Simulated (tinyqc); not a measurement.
# Quantum-well laser, gain and threshold: several studies

One electron and one heavy-hole subband per well, parabolic, with equal sheet densities n of electrons and holes; k-conserving transitions, TE polarisation, no line broadening, so the gain starts as a step at E0 and peaks there. All wells are pumped alike.

Inputs (values chosen for the exercise); well values close to those of strained InGaAs:
```
symbol,value,unit,meaning
T,300,K,temperature
E0,1.29,eV,lowest transition energy
me,0.0573,m0,in-plane electron mass
mh,0.141,m0,in-plane hole mass
Ep,25.1,eV,Kane energy
nr,3.48,,refractive index
Lw,6,nm,well width
Nw,3,,number of wells
Gw,0.011,,optical confinement per well
ai,15,1/cm,internal loss
Lc,1000,um,cavity length
R1,0.3,,front reflectance
R2,0.9,,back reflectance
A,2.4e8,1/s,defect recombination coefficient
B,9.2e-5,cm^2/s,radiative coefficient per well
C,5.7e-18,cm^4/s,Auger coefficient per well
eta,0.78,,injection efficiency
Wd,10,um,stripe width
```

Constants: q = 1.602176634e-19 C, kB = 1.380649e-23 J/K, eps0 = 8.8541878128e-12 F/m, hbar = 1.054571817e-34 J s, m0 = 9.1093837015e-31 kg, c = 299792458 m/s, Vt = kB T/q. Results are converted to the units shown.

Each table varies one quantity; the others keep the values above.

## Effect of the front reflectance

Nc = me kB T/(pi hbar^2), Nv = mh kB T/(pi hbar^2), mr = me mh/(me + mh) in m0, g0(E) = q^2 Ep mr/(4 nr eps0 c hbar E Lw) (squared momentum element m0 Ep/4, joint density of states mr/(pi hbar^2 Lw) for both spins). Peak gain g(n) = g0(E0)[1 - exp(-n/Nc) - exp(-n/Nv)]. Mirror loss am = ln(1/(R1 R2))/(2 Lc); threshold gain gth = (ai + am)/(Nw Gw). nth solves g(n) = gth and ntr solves g(n) = 0. Jth = q Nw (A n + B n^2 + C n^3)/eta at n = nth, Ith = Jth Wd Lc; differential efficiency of both facets eta am/(ai + am).

The same in every row: ntr (cm^-2) = 6.5235e11.

Result of one run:

| R1 | gth (1/cm) | nth (cm^-2) | Jth (A/cm^2) | Ith (mA) | differential efficiency |
|---|---|---|---|---|---|
| 0.2 | 714.36 | 7.3956e11 | 141.80 | 14.180 | 0.28369 |

What becomes of these results when the front reflectance R1 is changed from 0.2 to 0.1, all else the same?

Result of the changed run:

| R1 | gth (1/cm) | nth (cm^-2) | Jth (A/cm^2) | Ith (mA) | differential efficiency |
|---|---|---|---|---|---|
| 0.1 | 819.39 | 7.5317e11 | 145.05 | 14.505 | 0.34730 |

The whole series:

| R1 | gth (1/cm) | nth (cm^-2) | Jth (A/cm^2) | Ith (mA) | differential efficiency |
|---|---|---|---|---|---|
| 0.01 | 1168.3 | 8.0005e11 | 156.41 | 15.641 | 0.47652 |
| 0.03 | 1001.8 | 7.7736e11 | 150.88 | 15.088 | 0.42609 |
| 0.05 | 924.41 | 7.6701e11 | 148.37 | 14.837 | 0.39646 |
| 0.1 | 819.39 | 7.5317e11 | 145.05 | 14.505 | 0.34730 |
| 0.2 | 714.36 | 7.3956e11 | 141.80 | 14.180 | 0.28369 |
| 0.32 | 643.15 | 7.3045e11 | 139.65 | 13.965 | 0.22874 |
| 0.5 | 575.53 | 7.2188e11 | 137.63 | 13.763 | 0.16397 |
| 0.8 | 504.32 | 7.1296e11 | 135.53 | 13.553 | 0.076981 |

As R1 goes from 0.01 to 0.8, gth falls from 1170 to 504 1/cm, Jth falls from 156 to 136 A/cm^2 and Ith falls from 15.6 to 13.6 mA.

## Peak gain against carrier density

Same model as above.

Fc + Fv = Vt [ln(exp(n/Nc) - 1) + ln(exp(n/Nv) - 1)]; dg/dn is the differential gain; J = q (A n + B n^2 + C n^3) per well.

Peak gain against carrier density:

| n (cm^-2) | Fc + Fv (eV) | g at E0 (1/cm) | dg/dn (cm) | J (A/cm^2) |
|---|---|---|---|---|
| 3.3e11 | -0.04573 | -3410 | 1.285e-8 | 14.33 |
| 4.4e11 | -0.02735 | -2090 | 1.119e-8 | 19.85 |
| 6.1e11 | -0.004887 | -374.8 | 9.078e-9 | 29.15 |
| 8.3e11 | 0.01852 | 1381 | 6.993e-9 | 42.59 |
| 1.1e12 | 0.04266 | 3006 | 5.153e-9 | 61.35 |
| 1.5e12 | 0.07365 | 4683 | 3.380e-9 | 93.93 |
| 2.1e12 | 0.1150 | 6220 | 1.912e-9 | 154.2 |
| 2.9e12 | 0.1660 | 7328 | 9.808e-10 | 257.7 |
| 3.9e12 | 0.2270 | 8016 | 4.671e-10 | 428.3 |

The gain at E0 changes sign where Fc + Fv does, at n = 6.52e11 cm^-2, and reaches 8020 1/cm in the last row, 0.92 of its ceiling g0 = 8700 1/cm. The differential gain falls from 1.29e-8 to 4.67e-10 cm as the band-edge states fill, while J rises from 14.3 to 428 A/cm^2. For n = 2.9e12 to 3.9e12 cm^-2 Fc + Fv passes 0.12 eV, where higher subbands and leakage over the barriers, left out here, set in.

## Effect of the cavity length

Same model as above.

The same in every row: ntr (cm^-2) = 6.523e11.

Effect of the cavity length:

| Lc (um) | gth (1/cm) | nth (cm^-2) | Jth (A/cm^2) | Ith (mA) | differential efficiency |
|---|---|---|---|---|---|
| 100 | 2438 | 9.960e11 | 207.0 | 2.070 | 0.6346 |
| 160 | 1694 | 8.760e11 | 175.4 | 2.807 | 0.5708 |
| 250 | 1248 | 8.111e11 | 159.1 | 3.978 | 0.4959 |
| 400 | 950.5 | 7.705e11 | 149.2 | 5.968 | 0.4070 |
| 630 | 769.4 | 7.467e11 | 143.5 | 9.040 | 0.3192 |
| 1000 | 652.9 | 7.317e11 | 139.9 | 13.99 | 0.2370 |
| 1600 | 578.5 | 7.223e11 | 137.7 | 22.03 | 0.1672 |
| 2500 | 533.9 | 7.167e11 | 136.4 | 34.10 | 0.1159 |
| 4000 | 504.1 | 7.129e11 | 135.5 | 54.21 | 0.07673 |

As Lc goes from 100 to 4000 um, gth falls from 2440 to 504 1/cm, Jth falls from 207 to 136 A/cm^2 and Ith rises from 2.07 to 54.2 mA.

Numbers from tinyqc (`OMP_NUM_THREADS=1 python tinyqc.py 2840129 2840130 out.jsonl`; about 0.02 s on one thread of a shared Intel Xeon 2.30GHz).
